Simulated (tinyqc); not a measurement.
Spin coating of a resist or spin-on film: centrifugal thinning, evaporation and the final thickness (Emslie and Meyerhofer models): one step, computed by the program tinyqc. Command: `OMP_NUM_THREADS=1 python tinyqc.py 3111640 3111641 out.jsonl spincoat walk`. One thread of a shared host (Intel(R) Xeon(R) Processor @ 2.30GHz), about 0.07 s of CPU time with the checks.

A Newtonian film stays uniform over the wafer; solvent and solids have the same density and the concentration is uniform through the thickness.

Question. Rates. omega = 2 pi f/60; nu(c) = nu_s + k c^gamma; evaporation rate e = e0 sqrt(f/1000 rpm). Flow constant K = 2 omega^2/(3 nu(c0)); Reynolds number of the air omega R^2/nu_air with nu_air = 15 mm^2/s.

Inputs (values chosen for the exercise, of the order of those of a polymer resist in an ester solvent):
```
quantity                                 value          unit
solids volume fraction c0                0.099             -
kinematic viscosity of the solvent nu_s    1.2        mm^2/s
viscosity constant k                      3300        mm^2/s
viscosity exponent gamma                   3.2             -
spin speed f                               800           rpm
evaporation rate at 1000 rpm e0           0.12  micrometre/s
wafer radius R                              50            mm
```

Give: omega; nu(c0); evaporation rate e; flow constant K; Reynolds number of the air.

Answer.

omega = 83.776 1/s

nu(c0) = 3.2163 mm^2/s

evaporation rate e = 0.10733 micrometre/s

flow constant K = 0.0014548 1/(micrometre^2 s)

Reynolds number of the air = 13963
